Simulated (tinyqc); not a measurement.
Across the tunnelling window: band-to-band tunnelling across a p-n junction in a two-band chain.

Sites alternate A at -Eg/2 and C at +Eg/2 with hopping -t; near the edges, with k counted from the zone boundary pi/a, E^2 = (Eg/2)^2 + (t a k)^2, so t = sqrt(c Eg/m)/a gives the mass m, c = hbar^2/2m0. In the gap cosh(q a) = 1 + (Eg^2/4 - e^2)/(2 t^2), e the energy from the local mid-gap. The potential is V0 = Eg + ov on the p side (left), 0 on the n side, and falls linearly over the 2N sites of the junction, V_j = V0 (1 - j/(2N + 1)), j = 1 to 2N, site 1 being A. E = Eg/2 + x ov. A half chain that ends on a site of level e1 with neighbour e2 has g = (1 + z)/(E - e1), z = exp(-/+ i k a) the root with Im g < 0, cos(k a) = (E - e1)(E - e2)/(2 t^2) - 1. S_L = t^2 g (ending on C, shifted by V0), S_R = t^2 g (starting on A). T = 4 Im(S_L) Im(S_R) |G_(1,2N)|^2.

Constants: hbar^2/2m0 = 3.80998211 eV angstrom^2; e^2/h = 3.874045865e-05 S.

Values chosen for the exercise (gap and mass near those of InAs; not measured data):
- Eg = 0.376 eV (gap)
- m = 0.0227 m0 (mass of electron and light hole)
- a = 6 angstrom (period (two sites))
- ov = 0.23 eV (overlap: top of the valence band on the p side above the conduction edge on the n side)
- Nw = 15 (periods in the junction)

N = Nw. The mean of T over the window uses 12 Gauss-Legendre points in x; the current of one channel with both spins, all states in the window full on the p side and empty on the n side, is (2e^2/h) <T> ov. WKB: exp(-2 I/F), I = pi Eg^2/(8 t a), F = V0/((2N + 1) a/2).

Against energy:

| x | E (eV) | T | T over WKB |
|---|---|---|---|
| 0.02 | 0.1926 | 0.0585 | 0.500 |
| 0.10 | 0.2110 | 0.116 | 0.991 |
| 0.20 | 0.2340 | 0.145 | 1.238 |
| 0.35 | 0.2685 | 0.163 | 1.394 |
| 0.50 | 0.3030 | 0.168 | 1.434 |
| 0.65 | 0.3375 | 0.163 | 1.394 |
| 0.80 | 0.3720 | 0.145 | 1.238 |
| 0.90 | 0.3950 | 0.116 | 0.991 |
| 0.98 | 0.4134 | 0.0585 | 0.500 |

mean T = 0.140
current = 2.49 microampere

WKB gives one value for the whole window, since the path through the gap is the same. The chain is symmetric about x = 0.5, where it gives 1.43 times WKB; among these rows it is largest at x = 0.5 (1.43), and it has 0.50 at x = 0.02 on its way to zero at the ends, where the velocity in one lead vanishes. The variation comes from the reflections where the field begins and ends, whose distance from the turning points changes with x.

Computed by tinyqc, a small Python program: `OMP_NUM_THREADS=1 python tinyqc.py 1480057 1480058 out.jsonl` (the numbers bound the seed that draws the inputs); one thread of a shared host (Intel(R) Xeon(R) Processor @ 2.30GHz), about 0.01 s for the whole set of steps.
